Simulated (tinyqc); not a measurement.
From results back to parameters: six-band hole subbands of a thin body in a field. Three cases, with inputs chosen for the exercise.

Problem. Without spin-orbit coupling the masses along a normal n are the inverse eigenvalues of C(n n^T)/c: 1/(g1 - 2 g2) twice and 1/(g1 + 4 g2) on (001); 1/(g1 - 2 g3) twice and 1/(g1 + 4 g3) on (111); on (110) 1/(g1 + g2 - 3 g3), 1/(g1 - 2 g2) and 1/(g1 + g2 + 3 g3). Three masses were computed from hidden g1, g2, g3.

Case 1.

heavy and light mass on (001) (m0): 0.277008  0.176991

heavy mass on (111) = 0.719424 m0

Case 2.

heavy and light mass on (001) (m0): 0.208333  0.032938

heavy mass on (111) = 0.510204 m0

Case 3.

heavy and light mass on (001) (m0): 0.277008  0.176991

heavy mass on (111) = 0.719424 m0

Find: g1, g2, g3; heaviest mass on (110).

Solution. The inverse masses on (001) differ by 6 g2, which gives g2 and g1; g3 = (g1 - 1/m(111))/2.

Case 1.

g1, g2, g3: 4.29  0.34  1.45

heaviest mass on (110) = 3.57 m0

Case 2.

g1, g2, g3: 13.32  4.26  5.68

heaviest mass on (110) = 1.85 m0

Case 3.

g1, g2, g3: 4.29  0.34  1.45

heaviest mass on (110) = 3.57 m0

Computed by tinyqc, one run a case: `OMP_NUM_THREADS=1 python tinyqc.py N N+1 out.jsonl` with N = 1282242, 1282256, 1282262; one thread of a shared Intel(R) Xeon(R) Processor @ 2.30GHz, about 0.4 s a run at most.
